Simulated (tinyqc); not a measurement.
Stress in a transistor channel from embedded alloy regions, liners and fins, by half-space elasticity: one step, computed by the program tinyqc.

Plane strain in an isotropic half-space, the same constants everywhere; x along the channel from its centre, y downwards from the free surface; stress is positive in tension.

Problem. Closed form at the surface. At x = y = 0 the integral is s_xx = -(4/pi) [E e/(1 - nu)] [arctan(2 d/L) - arctan(d/(L/2 + S))].

Inputs (values chosen for the exercise, modelled on silicon):
```
quantity,value,unit
Young's modulus E,166,GPa
Poisson ratio nu,0.22,-
channel length L,94,nm
length of each stressor S,125,nm
recess depth d,60,nm
```

Stressor: Si(1-x)Ge(x) source and drain.

misfit e = 0.018855

Give: s_xx at the surface.

Solution.

s_xx at the surface = -2916 MPa

For fixed L and S it is largest at d = sqrt((L/2)(L/2 + S)) = 89.9 nm; d is short of that. Caution: at such misfit the regions may relax by dislocations, and linear elasticity is rough.
